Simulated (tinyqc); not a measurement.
Inside a calculation: pi bands of a honeycomb layer in tight binding. Values are carried at full precision from step to step, so a last printed digit may differ when a step is redone from the rounded ones.

Lattice vectors a (1,0) and a (1/2, sqrt3/2); f = exp(i ky a/sqrt3) + 2 cos(kx a/2) exp(-i ky a/(2 sqrt3)), w = |f|. H = [[D - t2 F, -t f], [., -D - t2 F]] with F = w^2 - 3, S = [[1, s0 f], [., 1]]; the levels solve det(H - E S) = 0. K = (4 pi/3a, 0), M = (pi/a, pi/(sqrt3 a)); w = 3, 1, 0 at Gamma, M, K.

Constants: hbar = 6.58211957e-16 eV s; hbar^2/2m0 = 3.80998211 eV angstrom^2.

Inputs chosen for the exercise (of the size used for hexagonal BN; the results hold for these values, not for the real material): a = 2.5 angstrom (lattice constant); t = 2.37 eV (nearest hopping); t2 = 0.27 eV (second-neighbour hopping); s0 = 0.111 (overlap of neighbours); D = 3.05 eV (+D on A, -D on B); k = (0.58, 0.02) 1/angstrom (wave vector).

## H and S at one k

Form f, w, F and the two matrices.

f = 2.49643+0.00726i
w = 2.49644
F = 3.23220

H (eV):
```
                 A                B
A           2.1773  -5.9165-0.0172i
B  -5.9165+0.0172i          -3.9227
```

S:
```
                  A                 B
A           1.00000  0.27710+0.00081i
B  0.27710-0.00081i           1.00000
```

## The secular equation

det(H - E S) = 0 reads (e - E)^2 - D^2 - (t + s0 E)^2 w^2 = 0 with e = -t2 (w^2 - 3), that is c2 E^2 + 2 c1 E + c0 = 0 with c2 = 1 - s0^2 w^2, c1 = -(e + t s0 w^2), c0 = e^2 - D^2 - t^2 w^2.

c2, c1, c0: 0.9232  -0.7668  -43.5465

levels (eV): -6.0874  7.7486

## Levels at Gamma, M and K

Solve the quadratic (e - E)^2 - D^2 - (t + s0 E)^2 w^2 = 0 with e = -t2 (w^2 - 3), for w = 3, 1, 0.

Levels (eV):

| point | w | lower | upper | difference |
|---|---|---|---|---|
| Gamma | 3 | -7.2260 | 8.9078 | 16.1338 |
| M | 1 | -3.1203 | 4.7465 | 7.8667 |
| K | 0 | -2.2400 | 3.8600 | 6.1000 |

Measured from the middle of the levels at K (0.810 eV), the upper band reaches 8.098 eV and the lower -8.036 eV at Gamma: the upper band is the wider; overlap stretches the upper band and positive t2 the lower. The saddle points at M give the absorption peak at 7.867 eV in this one-electron picture.

## Near K

w = (sqrt3/2) a q to first order in the distance q from K. Effective hopping t* = t + 3 t2 s0, hbar v = (sqrt3/2) a t*, v in m/s = hbar v x 1e-10/hbar; band-edge masses follow from E^2 = D^2 + (hbar v q)^2 when t2 = s0 = 0: m/m0 = 2 c D/(hbar v)^2, c = hbar^2/2m0.

hbar v = 5.3259 eV angstrom
v = 8.091e+05 m/s
mass = 0.8194 m0

## Checks

- Roots of the quadratic against the generalised eigenproblem: they agree to 1e-10 or better.

Program tinyqc; command `OMP_NUM_THREADS=1 python tinyqc.py 1450441 1450442 out.jsonl`; about 0.01 s on one thread of a shared Intel(R) Xeon(R) Processor @ 2.30GHz.
